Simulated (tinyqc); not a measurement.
Single-junction solar cell, detailed-balance limit: one step of the calculation.

Every photon above the gap Eg makes one pair and none below is absorbed; carriers thermalise at T and move without loss. Jsc = q fs X Phi(Eg, Ts); the dark current is J0 = q ge Phi(Eg, T)/ERE with the Boltzmann factor exp(V/Vt). The efficiency is the electrical power over fs X sigma Ts^4.

Problem. Photon flux of the source, term by term. Photon flux above E from a black body at temperature T into a hemisphere: Phi(E, T) = A sum_k exp(-k E/th)[E^2 th/k + 2 E th^2/k^2 + 2 th^3/k^3], k = 1, 2, ..., with th = kB T/q in eV and A = 2 pi q^3/(h^3 c^2). The first six terms at E = Eg, T = Ts are listed; the flux takes all.

Inputs (values chosen for the exercise): temperature of the black-body sun Ts = 5778 K; band gap Eg = 1.27 eV.

Constants: q = 1.602176634e-19 C, kB = 1.380649e-23 J/K, h = 6.62607015e-34 J s, c = 299792458 m/s. Results are converted to the units shown.

Wanted: th; A; terms k = 1..6; Phi(Eg, Ts).

Solution.

th = 0.4979 eV
A = 9.883e22 cm^-2 s^-1 eV^-3
terms k = 1..6 (eV^3): [0.1311, 0.003591, 1.648e-4, 9.045e-6, 5.432e-7, 3.442e-8]
Phi(Eg, Ts) = 1.333e22 cm^-2 s^-1

Computed by the program tinyqc: `OMP_NUM_THREADS=1 python tinyqc.py 2820023 2820024 out.jsonl`, one thread of a shared Intel Xeon 2.30GHz, about 0.01 s for the whole run.
